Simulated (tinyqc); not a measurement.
# Finnis-Sinclair potential for a bcc metal: fit to cohesion and elasticity, then vacancy, surfaces and structure, step by step

A worked calculation. Computed by tinyqc, a small Python program that keeps every step. Command: `OMP_NUM_THREADS=1 python tinyqc.py 3112905 3112906 out.jsonl fsfit walk`. One thread of a shared host (Intel(R) Xeon(R) Processor @ 2.30GHz), about 0.01 s of CPU time with the checks. Intermediate numbers are printed to about 7 digits and carried at full precision; extremes and crossings named in words are read from the listed rows.

E = (1/2) sum V(r) - A sqrt(rho), rho = sum phi(r), phi = (r - d)^2 for r < d, V = (r - c)^2 (c0 + c1 r + c2 r^2) for r < c. In bcc the 8 first neighbours lie at sqrt(3) a/2 and the 6 second at a; both cut-offs lie below the third shell; Omega = a^3/2; E is per atom and z the number of atoms in a shell. The four constants A, c0, c1, c2 are fitted to E_c, zero pressure, B and C12 - C44 alone, so C44 and C11 - C12 are not matched singly; defects are unrelaxed.

Inputs (values chosen for the exercise, modelled on niobium):
```
quantity,value,unit
lattice constant a,3.3,angstrom
cohesive energy E_c,7.59,eV
target C11,242,GPa
target C12,132,GPa
target C44,29.4,GPa
density cut-off d/a,1.169,-
pair cut-off c/a,1.255,-
```

Constants: 1 eV/angstrom^3 = 160.2176634 GPa; 1 eV/angstrom^2 = 16.02176634 J/m^2.

## Density sums and the constant A

rho = sum z phi, rho1 = sum z r phi', rho2 = sum z r^2 phi''. At zero pressure the effective pair part V + 2 F' phi obeys C12 = C44, so C12 - C44 = F'' (rho1/3)^2/Omega with F'' = A/(4 rho^(3/2)); this gives A.

rho = 9.863235 angstrom^2

rho1 = -67.80266 angstrom^2

rho2 = 261.36 angstrom^2

A = 2.791174 eV/angstrom

## Three linear equations for c0, c1, c2

With v_k = (r - c)^2 r^k the rows are (1/2) sum z v_k, (1/2) sum z r v_k' and (1/2) sum z r^2 v_k''. With rho1 = sum z r phi' and rho2 = sum z r^2 phi'' the right-hand sides are: -E_c + A sqrt(rho) (cohesion); A rho1/(2 sqrt(rho)) (zero pressure); 9 B Omega + A [rho2/(2 sqrt(rho)) - rho1^2/(4 rho^(3/2))] with B = (C11 + 2 C12)/3.

matrix:
```
,c0,c1,c2
cohesion,8.7150,25.8458,76.9637
pressure,-46.0091,-113.0093,-267.2134
bulk modulus,130.6800,124.6459,-285.4189
```

right-hand side (eV): [1.1759, -30.1296, 182.8259]

## Solution

Solve the three equations.

c0, c1, c2 (eV/angstrom^2, eV/angstrom^3, eV/angstrom^4): [-4.323990, 4.045427, -0.853618]

## Elastic constants of the fitted potential

Second differences of E with strains of 1e-4: e_xx gives C11, (e_xx, e_yy) = (1, -1) gives 2 (C11 - C12), an engineering shear gives C44. B and C12 - C44 are fitted; the one combination left tests the choice of d.

C11 = 280.2112 GPa

C12 = 112.8943 GPa

C44 = 10.29435 GPa

error of C44 = -64.98521 %

error of C' = (C11 - C12)/2 = 52.10629 %

C44 comes out low and C' high: with B and C12 - C44 fixed, C44 + 2 C'/3 is fixed too, so the two errors have opposite signs.

## Unrelaxed vacancy

E_v = -A sum_shells z [sqrt(rho - phi(r)) - sqrt(rho)] - (1/2) sum z V(r): the neighbours lose one bond each, and the atom is put back in the bulk.

V at the two shells (eV): [0.4373621, -0.1911821]

phi at the two shells (angstrom^2): [0.9996324, 0.3110293]

vacancy energy E_v = 3.308606 eV

E_v/E_c = 0.4359165

A pair potential would give E_v = E_c; the square root lowers the ratio to 0.44.

## Unrelaxed surfaces

An atom in layer i below the surface keeps only neighbours no higher than the top layer; gamma = sum_i (E_i + E_c)/(area per surface atom), with layer spacings a/2, a/sqrt2 and areas a^2, a^2/sqrt2 for (100) and (110).

Excess energy by layer (eV):
```
face,layer 1,layer 2,layer 3
(100),1.409021,0.234911,0
(110),1.008449,0.000000,0
```

gamma(100) = 2.418613 J/m^2

gamma(110) = 2.098222 J/m^2

gamma(100)/gamma(110) = 1.15.

## bcc against fcc

E of each lattice against the volume per atom, as a multiple of Omega; all neighbours inside the cut-offs are summed.

Energies (eV/atom):
```
V/Omega,bcc,fcc,fcc less bcc (meV)
0.80,-7.200889,-6.959885,241.0049
0.84,-7.340642,-7.010376,330.2659
0.88,-7.450115,-7.055945,394.1696
0.92,-7.528207,-7.102041,426.1660
0.96,-7.574691,-7.154327,420.3641
1.00,-7.590000,-7.216747,373.2528
1.05,-7.566768,-7.271398,295.3700
1.10,-7.498980,-7.286061,212.9194
1.20,-7.243541,-7.198464,45.0774
```

The lowest fcc row, at V/Omega = 1.1, lies +304 meV from the bcc minimum: the fit keeps bcc stable, though nothing in it asked for that.

Checks made by the program: B and C12 - C44 recovered (relative difference 2e-07).
